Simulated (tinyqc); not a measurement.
Koster-Slater impurity in a tight-binding band, by Green functions and by supercells: one step, computed by the program tinyqc. Command: `OMP_NUM_THREADS=1 python tinyqc.py 3013889 3013890 out.jsonl kosterslater walk`. One thread of a shared host (Intel(R) Xeon(R) Processor @ 2.30GHz), about 0.02 s of CPU time with the checks.

One orbital per site, e(k) = -2 t sum cos(k_i) over 1 direction(s), band from -2 t to 2 t, lattice constant 1. One site has the extra energy U. Spin is left out.

Task: The host Green function outside the band. Outside the band G0(E) = sign(E)/sqrt(E^2 - 4 t^2). A bound state solves 1/U = G0(E). Energies: 0.05, 0.2, 0.5, 1, 2, 4 and 8 t beyond the band edge on the side of U, rounded to four digits.

Inputs (values chosen for the exercise, for a model band): hopping t = 1.4 eV; impurity potential U = -0.629 eV.

Lattice: chain.

Give: Scan on the side of U.

Result:

Scan on the side of U:

| E (eV) | G0 (1/eV) | 1/U - G0 (1/eV) |
|---|---|---|
| -2.87 | -1.5873 | -0.0025 |
| -3.08 | -0.7793 | -0.8105 |
| -3.50 | -0.4762 | -1.1136 |
| -4.20 | -0.3194 | -1.2704 |
| -5.60 | -0.2062 | -1.3836 |
| -8.40 | -0.1263 | -1.4636 |
| -14.00 | -0.0729 | -1.5169 |

G0 diverges at the band edge, so any U binds a state.
